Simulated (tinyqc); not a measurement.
Nanowire ballistic transistor, top-of-the-barrier model: effect of the temperature.

At the top of the source barrier, states moving towards the drain are filled by the source (Fermi level 0) and states moving back by the drain (Fermi level -q Vd); nothing scatters. U is the shift of the band edge there, set by the capacitances CG, CD and CS (the total) and by the charge. Parabolic one-dimensional subband; the source is grounded.

N0 = gv sqrt(2 m kB T/pi)/hbar, CG = 2 pi eps0 eox/ln(1 + 2 tox/d), CS = CG/aG, n0 = n at U = 0 and Vd = 0. eta1 = -(E0 + U)/Vt, eta2 = eta1 - Vd/Vt, n = (N0/2)[F_(-1/2)(eta1) + F_(-1/2)(eta2)], F_(-1/2)(x) = (1/sqrt(pi)) int_0^infinity u^(-1/2)/(1 + exp(u - x)) du. U = UL + q (n - n0)/CS with UL = -(aG Vg + aD Vd), energies in eV. I = gv (2 q^2/h) Vt [ln(1 + exp eta1) - ln(1 + exp eta2)]. CQ = (q/Vt) dn/d(eta1). E0 is held fixed.

Parameters, values chosen for the exercise; mass and valleys close to those of germanium: effective mass m = 0.116 m0; valley degeneracy gv = 4; relative permittivity of the gate insulator eox = 3.9; insulator thickness tox = 2.4 nm; wire diameter d = 8 nm; gate control CG/CS aG = 0.94; drain control CD/CS aD = 0.041; band edge at the barrier top above the source Fermi level at zero bias E0 = 0.2 eV; gate voltage Vg = 0.7 V; drain voltage Vd = 0.7 V.

Constants: q = 1.602176634e-19 C, kB = 1.380649e-23 J/K, hbar = 1.054571817e-34 J s, h = 6.62607015e-34 J s, m0 = 9.1093837015e-31 kg, Vt = kB T/q, eps0 = 8.8541878128e-14 F/cm where lengths are in cm. Results are converted to the units shown.

Results:
```
T (K)   eta1  n (cm^-1)  I (uA)  mean velocity I/(q n) (cm/s)   CQ/CS
50     41.68    9.413e6   55.66                       3.691e7  0.8558
77     27.08    9.411e6   55.68                       3.693e7  0.8565
120    17.39    9.407e6   55.72                       3.697e7  0.8583
180    11.61    9.398e6   55.81                       3.707e7  0.8626
300    7.008    9.367e6   56.16                       3.742e7  0.8791
360    5.870    9.348e6   56.46                       3.770e7  0.8902
420    5.065    9.329e6   56.89                       3.806e7  0.9007
```

Estimate the missing row, T = 240 K.

Computed row:
```
T (K)   eta1  n (cm^-1)  I (uA)  mean velocity I/(q n) (cm/s)   CQ/CS
240    8.729    9.385e6   55.95                       3.721e7  0.8695
```

With this row back in the table: As T goes from 50 to 420 K, n falls from 9.41e6 to 9.33e6 cm^-1, the mean velocity rises from 3.69e7 to 3.81e7 cm/s and the current rises from 55.7 to 56.9 uA. CQ/CS goes from 0.86 to 0.90. In every row higher subbands of the wire, left out here, could begin to fill.

Computed by the program tinyqc: `OMP_NUM_THREADS=1 python tinyqc.py 2400066 2400067 out.jsonl`, one thread of a shared Intel Xeon 2.30GHz, about 0.04 s for the whole run.
